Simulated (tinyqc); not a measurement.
## Circuit elements from the admittance matrix

Question. Y belongs to a common-source circuit with y11 = i w (Cgs + Cgd), y12 = -i w Cgd, y21 = gm - i w Cgd, y22 = gds + i w (Cgd + Cd) and a resistance Rg in series with the gate; w = 2 pi f. Find Rg, Cgs + Cgd, Cgd, gm, gds and Cd.

Inputs (values chosen for the exercise):
- f = 9 GHz (signal frequency)

Y with Rg (mS):

|  | 1 | 2 |
|---|---|---|
| 1 | 0.012249455+0.851155440i | -0.005207392-0.361836531i |
| 2 | 4.280555798-0.423515350i | 0.516989180+1.372046850i |

Solution. 1/Y11 = Rg + 1/(i w (Cgs + Cgd)) gives Rg; removing it from Z11 returns the inner y, whose parts are read off.

Rg = 16.90 ohm
Cgs + Cgd = 15.05 fF
Cgd = 6.400 fF
gm = 4.287 mS
gds = 0.5144 mS
Cd = 17.40 fF

Numbers from tinyqc (`OMP_NUM_THREADS=1 python tinyqc.py 2150039 2150040 out.jsonl`; about 0.01 s on one thread of a shared Intel Xeon 2.30GHz).
